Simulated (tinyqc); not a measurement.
## Punch-through p+-n junction, ionisation integral and breakdown: effect of the drift thickness

A p+ layer at x < 0 and an n drift layer from x = 0 to L on an n+ substrate. Depletion approximation, built-in voltage neglected. Local ionisation coefficients alpha_n = an exp(-(bn/E)^mx), alpha_p = ap exp(-(bp/E)^mx). Electrons move towards +x, holes towards x = 0.

W = sqrt(2 eps0 eps_r V/(q N)), peak field E0 = q N W/(eps0 eps_r), falling linearly to 0 at W; if W > L the layer is punched through: W = L, E0 = V/L + q N L/(2 eps0 eps_r), falling linearly to E1 = V/L - q N L/(2 eps0 eps_r). G(x) = integral from 0 to x of (alpha_n - alpha_p); I_n = integral of alpha_n exp(-G) (electrons injected at x = 0), I_p = integral of alpha_p exp(G(end) - G) (holes injected at the far edge); M = 1/(1 - I). Integrals on a fine grid; BV is where I_n = 1. Specific on-resistance Ron = L/(q mu N) with constant mobility and full ionisation. The value eps0 eps_r mu E0^3/4 holds for a triangular field; a layer that punches through can exceed it.

Parameters, values chosen for the exercise; material values close to those of 4H silicon carbide: relative permittivity eps_r = 9.76; prefactor of the electron ionisation coefficient an = 1.67e8 1/cm; field constant for electrons bn = 3.18e7 V/cm; prefactor of the hole ionisation coefficient ap = 3.32e8 1/cm; field constant for holes bp = 2.63e7 V/cm; exponent mx = 1; electron mobility of the drift layer mu = 934 cm^2/(V s); donor density of the drift layer N = 1.1e15 cm^-3.

Constants: q = 1.602176634e-19 C, eps0 = 8.8541878128e-14 F/cm where lengths are in cm. Results are converted to the units shown.

Effect of the drift thickness:
```
L (um)  BV (V)  E0 at BV (kV/cm)  W at BV (um)  Ron (mohm cm^2)  BV^2/Ron (MW/cm^2)  eps0 eps_r mu E0^3/4 (MW/cm^2)
17      3.68e3            2.34e3          17.0             10.3              1.31e3                          2.58e3
23      4.82e3            2.33e3          23.0             14.0              1.66e3                          2.55e3
31      6.23e3            2.33e3          31.0             18.8              2.06e3                          2.54e3
42      7.97e3            2.32e3          42.0             25.5              2.49e3                          2.54e3
56      9.82e3            2.32e3          56.0             34.0              2.84e3                          2.54e3
75      1.17e4            2.32e3          75.0             45.6              3.00e3                          2.54e3
100     1.31e4            2.32e3           100             60.8              2.80e3                          2.54e3
140     1.33e4            2.32e3           114             85.1              2.06e3                          2.54e3
180     1.33e4            2.32e3           114              109              1.61e3                          2.54e3
```

BV rises from 3680 to 13300 V and saturates once L exceeds the free depleted width of 114 um, while Ron keeps rising as L. BV^2/Ron goes from 1310 through a maximum of 3000 (at L = 75 um among the rows listed) to 1610 MW/cm^2. The best row has L = 0.66 of that width: the last part of the triangle adds little voltage but its full share of resistance.

Computed by the program tinyqc: `OMP_NUM_THREADS=1 python tinyqc.py 2120043 2120044 out.jsonl`, one thread of a shared Intel Xeon 2.30GHz, about 0.1 s for the whole run.
